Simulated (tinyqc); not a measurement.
Inductance and parasitic capacitance from two readings.

Question. A loss-free coil L in parallel with C shows the apparent inductance L/(1 - w^2 L C), w = 2 pi f. Find L, C and the self-resonance 1/(2 pi sqrt(L C)).

apparent inductance at 3.5 and 5.6 GHz (nH): 2.1850261  3.9375716

Answer. The inverse of the reading is 1/L - w^2 C, a straight line in w^2.

L = 1.70 nH
C = 270 fF
self-resonance = 7.43 GHz

tinyqc, about 0.01 s, one thread, Intel Xeon 2.30GHz (shared host): `OMP_NUM_THREADS=1 python tinyqc.py 2302088 2302089 out.jsonl`
